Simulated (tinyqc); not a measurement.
From isolated dopants to a band: overlap of hydrogenic dopants: pairs, impurity band and the Mott density.

Ry* = Ry m/eps^2, aB = a0 eps/m. For 1s orbitals a distance rho = R/aB apart, in Ry*: overlap S = exp(-rho)(1 + rho + rho^2/3), J = (2/rho)(1 - (1 + rho) exp(-2 rho)) (attraction to the other ion), Kx = 2 (1 + rho) exp(-rho) (exchange of one electron). One electron on a pair has E = -1 - (J +/- Kx)/(1 +/- S), without the repulsion 2/rho of the ions. Hopping after orthogonalisation: t = (Kx - S J)/(1 - S^2), half the splitting. Dopants on a lattice with z neighbours, n = (3 sqrt3/4)/R^3 (bcc), give a band of width B = 2 z t, as on any lattice of two interpenetrating sublattices. Valleys, central cells and disorder are left out.

Constants: Ry = 13.60569312 eV; a0 (Bohr radius) = 0.5291772105 angstrom.

Values chosen for the exercise (an isotropic mass and dielectric constant of the size used for donors in GaAs; shifted at random, so the results belong to these values and not to a real crystal): m = 0.065 m0 (mass); eps = 12.6 (dielectric constant); z = 8 (neighbours in the dopant lattice); u = 0.945 Ry* (cost of a second electron on one dopant).

The distance R/aB is varied; density from the lattice formula.

Against distance:

| R/aB | n (1/cm^3) | n^(1/3) aB | S | t (meV) | B (meV) | B/u |
|---|---|---|---|---|---|---|
| 10.0 | 1.20e+15 | 0.109 | 0.0020 | 0.0033 | 0.053 | 0.010 |
| 8.0 | 2.35e+15 | 0.136 | 0.0102 | 0.0195 | 0.311 | 0.059 |
| 7.0 | 3.51e+15 | 0.156 | 0.0222 | 0.0460 | 0.736 | 0.140 |
| 6.0 | 5.57e+15 | 0.182 | 0.0471 | 0.1061 | 1.698 | 0.322 |
| 5.0 | 9.63e+15 | 0.218 | 0.0966 | 0.2375 | 3.800 | 0.722 |
| 4.5 | 1.32e+16 | 0.242 | 0.1361 | 0.3505 | 5.608 | 1.065 |
| 4.0 | 1.88e+16 | 0.273 | 0.1893 | 0.5124 | 8.198 | 1.557 |
| 3.5 | 2.81e+16 | 0.312 | 0.2592 | 0.7421 | 11.874 | 2.256 |
| 3.0 | 4.46e+16 | 0.364 | 0.3485 | 1.0669 | 17.070 | 3.243 |

critical densities (1/cm^3): B = u 1.25e+16, B = (2/sqrt3) u 1.42e+16, n^(1/3) aB = 0.26 1.63e+16

From R = 10 to 5 aB the density rises eightfold and the band widens by a factor 72, since t falls about as R exp(-R/aB). B passes u at 1.3e+16/cm^3, n^(1/3) aB = 0.238; the screening rule gives a density 1.30 times that. An ordered lattice overstates the ease of conduction, as random spacing localises the tails, and below R = 4 aB (S above 0.19) nearest-neighbour hopping alone is no longer enough.

Run: tinyqc, `OMP_NUM_THREADS=1 python tinyqc.py 1451059 1451060 out.jsonl`; Intel(R) Xeon(R) Processor @ 2.30GHz, one thread, shared host; about 0.01 s of CPU time with all checks.
